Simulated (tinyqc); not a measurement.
Carrier lifetime from Shockley-Read-Hall, radiative, Auger and surface recombination: one step, computed by the program tinyqc. Command: `OMP_NUM_THREADS=1 python tinyqc.py 3024310 3024311 out.jsonl lifetime walk`. One thread of a shared host (Intel(R) Xeon(R) Processor @ 2.30GHz), about 0.02 s of CPU time with the checks.

Energies are counted from the top of the valence band. Boltzmann statistics, full ionisation, and equal excess densities of electrons and holes.

Problem. Steady state under generation. With n = n_0 + dn, p = p_0 + dn and U/dn = 1/tau: (n p - n_i^2)/dn = n_0 + p_0 + dn = s; 1/tau_SRH = s/[tau_p0 (n + n1) + tau_n0 (p + p1)]; 1/tau_rad = B s; 1/tau_Aug = (C_n n + C_p p) s; the rates add. dn solves dn/tau_eff(dn) = G (60 bisections in ln dn between 1e-2 and 1e22 cm^-3); the splitting of the quasi-Fermi levels is k_B T ln(n p/n_i^2).

Inputs (values chosen for the exercise, with bands modelled on GaP):
```
quantity                   value        unit
temperature T                300           K
doping N                 2.7e+14       cm^-3
trap density N_t         8.2e+14       cm^-3
radiative coefficient B  7.9e-15      cm^3/s
Auger coefficient C_n    5.1e-32      cm^6/s
Auger coefficient C_p    5.8e-31      cm^6/s
generation rate G        3.3e+20  cm^-3 s^-1
```

Doping: n-type. Surface term: none.

n_0 = 2.70e+14 cm^-3

p_0 = 2.112263e-14 cm^-3

tau_p0 = 4.516224e-07 s

n1 = 7.427961e-06 cm^-3

tau_n0 = 1.295701e-09 s

p1 = 767789.6 cm^-3

n_i = 2.388119 cm^-3

Constants: k_B = 8.617333262e-05 eV/K.

Give: steady excess density; lifetime in the steady state; quasi-Fermi splitting under G.

Solution.

steady excess density = 1.492e+14 cm^-3

lifetime in the steady state = 4.521e-07 s

quasi-Fermi splitting under G = 1.669 eV

Caution: the trap density is not small against the doping, so trapped charge breaks the equality of the excess densities.
